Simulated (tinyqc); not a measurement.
## Inductance and parasitic capacitance from two readings

Question. A loss-free coil L in parallel with C shows the apparent inductance L/(1 - w^2 L C), w = 2 pi f. Find L, C and the self-resonance 1/(2 pi sqrt(L C)).

apparent inductance at 4.5 and 8 GHz (nH): [1.5789649, 2.9437255]

Solution. The inverse of the reading is 1/L - w^2 C, a straight line in w^2.

L = 1.300 nH
C = 170.0 fF
self-resonance = 10.71 GHz

Numbers from tinyqc (`OMP_NUM_THREADS=1 python tinyqc.py 2302012 2302013 out.jsonl`; about 0.01 s on one thread of a shared Intel Xeon 2.30GHz).
